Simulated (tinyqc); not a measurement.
Small-signal admittance of a forward-biased p+-n diode: two steps of the calculation.

Holes injected into a neutral base of width wb with an ohmic contact at its end; low injection, p0 far above the equilibrium density. A small voltage v exp(i w t), w = 2 pi f, modulates the edge density by p0 v/Vt, and the small-signal density obeys Dp d2p/dx2 = (1/tau + i w) p.

Values chosen for this exercise; permittivity close to that of silicon:
- T = 275 K (temperature)
- eps_r = 11.7 (relative permittivity)
- Nd = 1.9e17 cm^-3 (donor density of the base)
- Dp = 9.8 cm^2/s (hole diffusion coefficient)
- tau = 4e-8 s (hole lifetime)
- wb = 8.8 um (width of the neutral base)
- p0 = 1.6e14 cm^-3 (excess hole density at the junction edge)
- Na = 1e19 cm^-3 (acceptor density of the p+ side)
- f = 2.4e6 Hz (signal frequency)

Constants: q = 1.602176634e-19 C, kB = 1.380649e-23 J/K, Vt = kB T/q, eps0 = 8.8541878128e-14 F/cm where lengths are in cm. Results are converted to the units shown.

Problem 1. Closed-form admittance. L = sqrt(Dp tau); direct current J = (q Dp p0/L) coth(wb/L); k = sqrt(1 + i w tau)/L; diffusion admittance Y = (q Dp p0/Vt) k coth(k wb) = G + i w C_diff; junction capacitance C_j = sqrt(q eps0 eps_r Nd/(2 Vr)) in the depletion approximation, with the remaining barrier Vr = Vt ln(Na/p0), a rough value under forward bias; base-width modulation is left out.

Find: L; J; k wb; Y; C_diff; C_j.

Solution 1.

L = 6.261 um
J = 0.4526 A/cm^2
k wb = 1.463+0.407i
Y = 19.33+3.78i S/cm^2
C_diff = 0.2510 uF/cm^2
C_j = 0.2455 uF/cm^2

G is 1.01 times its low-frequency value J/Vt, and C_diff is 1.02 times C_j.

Problem 2. The same by finite differences. 7 equal intervals, h = wb/7; u = small-signal density over its edge value, u_0 = 1, u_7 = 0; u_(i-1) + b u_i + u_(i+1) = 0 with b = -2 - h^2 (1/tau + i w)/Dp; Y = (q Dp p0/(Vt h)) (-b/2 - u_1), which includes the half box at the edge.

Give: b; u; Y on the mesh.

Solution 2.

b = -2.040-0.024i
u, node 1 to 6: [0.7898-0.0337i, 0.6123-0.0495i, 0.4607-0.0524i, 0.3289-0.0462i, 0.2115-0.0339i, 0.1034-0.0179i]
Y on the mesh = 19.42+3.86i S/cm^2

tinyqc, about 0.01 s, one thread, Intel Xeon 2.30GHz (shared host): `OMP_NUM_THREADS=1 python tinyqc.py 2890125 2890126 out.jsonl`
